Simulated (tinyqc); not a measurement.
Inside a calculation. Method: Hueckel theory of the pi electrons with the omega technique, for the molecule C=Cc1ccccc[cH+]1 (SMILES; centres numbered as the heavy atoms are written). One step of it, computed by the program tinyqc.

Task: Omega technique, round 2. h_r = h_r(0) + omega q_r, omega = 1, with q_r = z_r - P_rr; 0.3 of the old diagonal is kept.

Hueckel matrix in units of beta (H = alpha + beta A), lower triangle:
```
          1C        2C        3C        4C        5C        6C        7C        8C
1C  0.000000
2C  1.000000  0.000000
3C  0.000000  1.000000  0.000000
4C  0.000000  0.000000  1.000000  0.000000
5C  0.000000  0.000000  0.000000  1.000000  0.000000
6C  0.000000  0.000000  0.000000  0.000000  1.000000  0.000000
7C  0.000000  0.000000  0.000000  0.000000  0.000000  1.000000  0.000000
8C  0.000000  0.000000  0.000000  0.000000  0.000000  0.000000  1.000000  0.000000
9C  0.000000  0.000000  1.000000  0.000000  0.000000  0.000000  0.000000  1.000000

          9C
9C  0.000000
```

charge and bond-order matrix P, lower triangle:
```
           1C         2C         3C         4C         5C         6C        7C        8C
1C   0.925611
2C   0.893000   0.978374
3C   0.119748   0.431055   0.879800
4C  -0.231888  -0.008876   0.577900   0.866684
5C  -0.122446  -0.084141   0.136828   0.667297   0.871700
6C   0.150246   0.031286  -0.200028   0.146004   0.624750   0.869723
7C   0.150246   0.031286  -0.200028  -0.242073   0.142281   0.654974  0.869723
8C  -0.122446  -0.084141   0.136828  -0.204584  -0.212246   0.142281  0.624750  0.871700
9C  -0.231888  -0.008876   0.577900   0.165379  -0.204584  -0.242073  0.146004  0.667297

          9C
9C  0.866684
```

Centres:
```
centre  z_r, pi electrons of the neutral centre         h
1C                                            1  0.000000
2C                                            1  0.000000
3C                                            1  0.000000
4C                                            1  0.000000
5C                                            1  0.000000
6C                                            1  0.000000
7C                                            1  0.000000
8C                                            1  0.000000
9C                                            1  0.000000
```

Give: matrix after round 2.

Result:

matrix after round 2, lower triangle:
```
        1C      2C      3C      4C      5C      6C      7C      8C
1C  0.0727
2C  1.0000  0.0133
3C  0.0000  1.0000  0.1094
4C  0.0000  0.0000  1.0000  0.1220
5C  0.0000  0.0000  0.0000  1.0000  0.1166
6C  0.0000  0.0000  0.0000  0.0000  1.0000  0.1188
7C  0.0000  0.0000  0.0000  0.0000  0.0000  1.0000  0.1188
8C  0.0000  0.0000  0.0000  0.0000  0.0000  0.0000  1.0000  0.1166
9C  0.0000  0.0000  1.0000  0.0000  0.0000  0.0000  0.0000  1.0000

        9C
9C  0.1220
```
